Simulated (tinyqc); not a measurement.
Wannier-Stark ladder of a miniband: sweeps and comparisons. A value that a table varies takes the place of the one given here.

One state in each well j = -(Nw - 1)/2 ... (Nw - 1)/2: H_jj = j e F d, H_(j,j+1) = -W/4; 1 kV/cm = 0.01 meV/angstrom. In an infinite chain the levels are j e F d and the state of well 0 has amplitude J_j(x) in size on well j, x = W/(2 e F d).

Constants: hbar = 6.58211957e-16 eV s.

Parameters, chosen for this exercise (near those of a GaAs/AlGaAs superlattice; shifted at random, so the results belong to these values and not to a real crystal):
```
symbol  value                             unit      meaning
W       20                                meV       miniband width
d       84                                angstrom  period
Nw      7                                           wells
Fs      (2.6, 3.5, 4.8, 6.8, 10, 18, 38)  kV/cm     fields
G       3                                 meV       hbar/tau
F       5.1                               kV/cm     field
```

## Raising the field

Infinite-chain weights beside the middle spacing of the finite stack.

Results:
```
F (kV/cm)  e F d (meV)      x  J_0^2  J_1^2  J_2^2  middle spacing/(e F d)
2.6               2.18  4.579  0.091  0.063  0.037                  1.6735
3.5               2.94  3.401  0.133  0.032  0.221                  1.2992
4.8               4.03  2.480  0.001  0.252  0.196                  1.0974
6.8               5.71  1.751  0.136  0.337  0.087                  1.0207
10                8.40  1.190  0.457  0.246  0.025                  1.0028
18               15.12  0.661  0.799  0.098  0.003                  1.0001
38               31.92  0.313  0.952  0.024  0.000                  1.0000
```

J_0 vanishes at x = 2.405, F = 5.0 kV/cm, where the line at j = 0 disappears; J_0^2 overtakes J_1^2 for good at x = 1.435, F = 8.3 kV/cm, and reaches 0.95 in the last row. The 7 wells reproduce the middle spacing of the even ladder to 1 % from 10 kV/cm on, where the swing W/(e F d) = 2x is 2.4 periods. The lines are seen apart only where e F d exceeds their width, usually a few meV.

## Drift velocity with scattering

Esaki-Tsu: v = v0 y/(1 + y^2), y = e F d/G, v0 = W d/(2 hbar), at zero temperature; 1 angstrom/s = 1e-8 cm/s, 1 kV/cm = 0.01 meV/angstrom. The last column is dv/dF in cm^2/(V s).

Results:
```
y    F (kV/cm)  v (1e6 cm/s)  dv/dF
0.1       0.36          1.26   3468
0.3       1.07          3.51   2737
0.6       2.14          5.63   1236
1.0       3.57          6.38      0
1.5       5.36          5.89   -423
2.5       8.93          4.40   -357
4.0      14.29          3.00   -185
```

v0 = 12.76 x 1e6 cm/s
field at y = 1 = 3.57 kV/cm

The velocity peaks at v0/2 = 6.38 x 1e6 cm/s at 3.57 kV/cm and then falls: negative differential velocity, steepest at y = sqrt3 with -v0/(8 Fc) = -447 cm^2/(V s). The low-field mobility is v0/Fc = 3573 cm^2/(V s). At the peak the swing is W/G = 6.7 periods, so the semiclassical picture holds.

## What each parameter does

e F d, x, J_0(x)^2 and the lowest level of the finite stack. Each row changes one parameter from the base and keeps the others.

Results:
```
case             e F d (meV)      x  J_0^2  lowest level (meV)
base                    4.28  2.334  0.001              -16.94
W = 25 meV              4.28  2.918  0.053              -18.61
d = 76 angstrom         3.88  2.580  0.008              -15.95
F = 7.14 kV/cm          6.00  1.667  0.174              -21.31
Nw = 9                  4.28  2.334  0.001              -21.23
```

The largest shifts from the base row, up to three for each result and ties (the steps differ in size, so this ranks the rows, not the parameters). e F d (meV): F +1.71, d -0.41; unchanged at the printed digits by W and Nw. x: F -0.667, W +0.584, d +0.246; unchanged at the printed digits by Nw. J_0^2: F +0.172, W +0.052, d +0.006; unchanged at the printed digits by Nw. lowest level (meV): F -4.37, Nw -4.28, W -1.67.

(tinyqc, `OMP_NUM_THREADS=1 python tinyqc.py 1282267 1282268 out.jsonl`, Intel(R) Xeon(R) Processor @ 2.30GHz, 1 thread, shared host, about 0.01 s.)
